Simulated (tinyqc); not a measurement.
The width of the window: equation-of-state fits to an energy-volume table made by a known binding curve. Computed by tinyqc, a small Python program. Command: `OMP_NUM_THREADS=1 python tinyqc.py 3018973 3018974 out.jsonl eosfit walk`. One thread of a shared host (Intel(R) Xeon(R) Processor @ 2.30GHz), about 0.02 s of CPU time with the checks.

With x = (V/V_0)^(1/3), the energy per atom is E = D [exp(-2 eta (x - 1)) - 2 exp(-eta (x - 1))], so that B0 = 2 D eta^2/(9 V_0) and B' = 1 + eta. B' = dB/dP at P = 0.

Inputs (values chosen for the exercise, for a model crystal): cohesive energy D = 8 eV/atom; true volume V_0 = 23.2 angstrom^3/atom; stiffness eta = 3.75; shift of the window centre s = -0.027; points N = 9; compression V/V_0 for the pressure test = 0.8; noise amplitude = 0.16 meV.

Binding curve: Morse. Noise: added.

Constants: 1 eV/angstrom^3 = 160.2176634 GPa.

Method:
- B0 and B' from the formulas above; P = -dE/dV at V = c V_0 (c the compression chosen), from the curve itself.
- Table: V_j = V_0 [1 + s + w (2 j/(N - 1) - 1)], j = 0..N-1, rounded to 0.001; E_j from the curve plus the noise amplitude times the listed numbers xi_j (xi_0 first), rounded to 1e-7 eV.
- Murnaghan: E = E0 + (B0 V/B') [(V0/V)^B'/(B' - 1) + 1] - B0 V0/(B' - 1), P = (B0/B') [(V0/V)^B' - 1].
- Birch-Murnaghan: E = E0 + (9 V0 B0/16) [y^3 B' + y^2 (2 - 4 y)], y = (V0/V)^(2/3) - 1; P = (3 B0/2) (x^7 - x^5) [1 + (3/4)(B' - 4)(x^2 - 1)], x = (V0/V)^(1/3).
- Vinet: E = E0 + (9 B0 V0/h^2) {1 + [h (1 - x) - 1] exp(h (1 - x))}, P = 3 B0 (1 - x) x^-2 exp(h (1 - x)), x = (V/V0)^(1/3), h = (3/2)(B' - 1).
- All are least-squares fits to the energies; for polynomials in V, B0 = V E'' and B' = -1 - V E'''/E'' at the minimum.
- The table is made anew for each w.

numbers xi_j, drawn evenly from -1 to 1: [0.9260, 0.7106, 0.9280, 0.0372, -0.0429, -0.4519, -0.3697, -0.5560, -0.3715]

exact B0 = 172.648 GPa

exact B' = 4.75

Errors (%):
```
w     B0, parabola  B0, cubic  B0, Murnaghan  B0, Birch-Murnaghan  B0, Vinet  B', Birch-Murnaghan
0.03        17.355      2.003          2.983                2.868      2.820              -18.515
0.05        17.674      0.151          0.795                0.708      0.665               -5.080
0.08        19.118      0.925          0.119                0.161      0.185               -2.256
0.12        22.318      3.542         -0.386               -0.076      0.085               -1.789
0.16        26.965      7.515         -0.926               -0.266      0.086               -1.931
0.22        36.922     16.277         -1.872               -0.591      0.136               -2.497
```

What follows from these numbers?

The Birch-Murnaghan error of B0 is smallest among these at w = 0.12 (0.076 % in size); it is 2.868 % at the narrowest and 0.591 % at the widest. A narrow window magnifies the noise, since the energy range shrinks as w^2, and a wide one exposes the form. At the widest window the errors of B0 are +36.9 % for the parabola and +16.3 % for the cubic in V.

Extremes, crossings and ranges named in words are read from the listed rows.
